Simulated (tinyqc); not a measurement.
Which rule serves at which density: Fermi-Dirac statistics of conduction electrons.

F_j(eta) = (1/Gamma(j + 1)) integral_0^infinity x^j dx/(1 + exp(x - eta)), which tends to exp(eta) for eta << 0.

With u = n/Nc: Boltzmann eta = ln u; Joyce-Dixon eta = ln u + u/sqrt(8) - 4.95009e-3 u^2 + 1.48386e-4 u^3 - 4.42563e-6 u^4; Nilsson eta = ln u/(1 - u^2) + v/(1 + (0.24 + 1.08 v)^-2) with v = (3 sqrt(pi) u/4)^(2/3); fully degenerate limit eta = v; exact: F_1/2(eta) = u.

Values chosen for the exercise: u_scale = 1.24 (factor on the ladder of u).

u runs over u_scale times 0.01, 0.03, 0.1, 0.3, 1, 2, 4, 8, 15, 30. Errors are rule minus exact, in kT.

eta and errors:

| u | eta exact | Boltzmann | Joyce-Dixon | Nilsson | degenerate |
|---|---|---|---|---|---|
| 0.0124 | -4.386 | -0.004 | 0.000 | 0.001 | 4.450 |
| 0.0372 | -3.278 | -0.013 | 0.000 | 0.000 | 3.413 |
| 0.124 | -2.044 | -0.044 | 0.000 | -0.004 | 2.344 |
| 0.372 | -0.858 | -0.131 | 0.000 | -0.005 | 1.483 |
| 1.24 | 0.646 | -0.431 | 0.000 | 0.005 | 0.749 |
| 2.48 | 1.757 | -0.848 | 0.000 | 0.003 | 0.458 |
| 4.96 | 3.249 | -1.648 | 0.000 | -0.004 | 0.267 |
| 9.92 | 5.425 | -3.131 | -0.009 | -0.006 | 0.156 |
| 18.6 | 8.388 | -5.465 | -0.176 | -0.004 | 0.099 |
| 37.2 | 13.411 | -9.795 | -4.329 | -0.002 | 0.062 |

Within 0.05 kT: Boltzmann up to u = 0.124, Joyce-Dixon up to u = 9.92 of those listed. Nilsson never errs by more than 0.006 kT. The degenerate limit is still off by +0.062 kT at the last row, since it leaves out the thermal term -pi^2/(12 eta) = -0.061. Boltzmann always falls short, because it lets more than one electron into a state.

Run: tinyqc, `OMP_NUM_THREADS=1 python tinyqc.py 1652074 1652075 out.jsonl`; Intel(R) Xeon(R) Processor @ 2.30GHz, one thread, shared host; about 0.01 s of CPU time with all checks.
